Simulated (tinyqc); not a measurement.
Worked calculation: electroplating on a thin resistive seed layer: kinetics, Wagner number and the terminal effect across a wafer. Computed by tinyqc, a small Python program that keeps every step. Command: `OMP_NUM_THREADS=1 python tinyqc.py 3120493 3120494 out.jsonl terminal walk`. One thread of a shared host (Intel(R) Xeon(R) Processor @ 2.30GHz), about 0.02 s of CPU time with the checks. Intermediate numbers are printed to about 5 digits and carried at full precision; extremes and crossings named in words are read from the listed rows.

Current enters the seed at the rim. The bath is treated as a local resistance per area (no lateral flow in the liquid), two electrons per ion, molar volume 7.11 cm^3/mol, Faraday constant F = e N_A, kinematic viscosity 0.01 cm^2/s, omega = 2 pi x rpm/60; k_B T/e is in volts.

Inputs (values chosen for the exercise, of the order of those for copper plating from an acid sulfate bath):

| quantity | value | unit |
|---|---|---|
| wafer radius R | 7.5 | cm |
| seed thickness t | 55 | nm |
| seed resistivity | 12 | microohm cm |
| bath conductivity kappa | 0.22 | S/cm |
| gap to the anode h | 7 | cm |
| extra resistance of a porous plate | 0 | ohm cm^2 |
| exchange current density i_0 | 1.4 | mA/cm^2 |
| cathodic transfer coefficient alpha | 0.66 | - |
| mean current density | 28 | mA/cm^2 |
| diffusivity of the metal ion | 5.4e-06 | cm^2/s |
| metal ion concentration | 0.23 | mol/L |
| rotation rate | 30 | rpm |
| temperature T | 298 | K |

Constants: e = 1.602176634e-19 C; N_A = 6.02214076e+23 1/mol; k_B = 8.617333262e-05 eV/K.

## Rate, limit and resistances

Growth rate = i V_m/(2 F). Levich limit i_L = 0.62 x 2 F D^(2/3) omega^(1/2) nu^(-1/6) c. Tafel overpotential eta = (k_B T/(alpha e)) ln(i/i_0); kinetic resistance k_B T/(alpha e i); bath resistance h/kappa + plate; R_s = resistivity/t; Wagner number = kinetic resistance x kappa/R.

growth rate = 619.00 nm/min

limiting current i_L = 32.343 mA/cm^2

overpotential = 116.56 mV

kinetic resistance = 1.3896 ohm cm^2

bath resistance R_b = 31.818 ohm cm^2

sheet resistance R_s = 2.1818 ohm/square

Wagner number = 0.040761

Caution: the mean current exceeds 0.3 i_L, so depletion of metal ions, left out of the distribution, matters.

## Linear estimate of the terminal effect

Linearised: with R_t = kinetic + bath resistance the current density obeys (1/r)(r i')' = i R_s/R_t, so i = A I_0(r/l), l = sqrt(R_t/R_s); with x = R/l, edge/centre = I_0(x) and edge/mean = x I_0(x)/(2 I_1(x)). Voltage drop in the seed for a uniform current: i R_s R^2/4.

length l = 3.9013 cm

x = R/l = 1.9224

edge over centre, linear = 2.1606

edge over mean, linear = 1.4040

drop for uniform current = 859.09 mV

## Current distribution

Full model: seed potential phi(r) with (1/r)(r phi')' = R_s i, where i solves phi = R_b i + (k_B T/(alpha e)) ln(i/i_0) (phi being the driving voltage left at r); phi'(0) = 0 and phi'(R) = R_s i_mean R/2. Solved by collocation to a tolerance of 1e-7.

Across the wafer:

| r/R | i (mA/cm^2) | i/mean | i/mean, linear |
|---|---|---|---|
| 0.00 | 18.251 | 0.6518 | 0.6498 |
| 0.20 | 18.918 | 0.6756 | 0.6741 |
| 0.40 | 20.999 | 0.7500 | 0.7495 |
| 0.60 | 24.751 | 0.8840 | 0.8846 |
| 0.75 | 28.928 | 1.0332 | 1.0341 |
| 0.90 | 34.584 | 1.2351 | 1.2351 |
| 1.00 | 39.361 | 1.4058 | 1.4040 |

edge over centre, full model = 2.1566

The full model gives 2.16 against 2.16 from the linear form; the kinetic resistance, which the linear form holds fixed, is a small part of R_t here. Caution: at the rim the current nears the limiting value, which would flatten the real profile.

## As the film thickens, and with more bath resistance

The film is taken as uniform, with the seed resistivity; the last column adds 100 ohm cm^2 to R_b. Extra power of that plate = i^2 x 100 ohm cm^2 x area.

Edge over centre:

| thickness (nm) | R_s (ohm/square) | as given | with 100 ohm cm^2 more |
|---|---|---|---|
| 55.0 | 2.1818 | 2.1566 | 1.2439 |
| 82.5 | 1.4545 | 1.7164 | 1.1595 |
| 110.0 | 1.0909 | 1.5177 | 1.1185 |
| 165.0 | 0.7273 | 1.3324 | 1.0783 |
| 275.0 | 0.4364 | 1.1935 | 1.0466 |
| 550.0 | 0.2182 | 1.0945 | 1.0232 |
| 1100.0 | 0.1091 | 1.0467 | 1.0115 |

extra power = 13.854 W

The ratio falls below 1.1 from 550 nm on as given, and from 165 nm on with the added resistance: what counts is R_s R^2 against the sum of kinetic and bath resistance.

Checks made by the program: mean of the distribution (relative difference 1e-07).
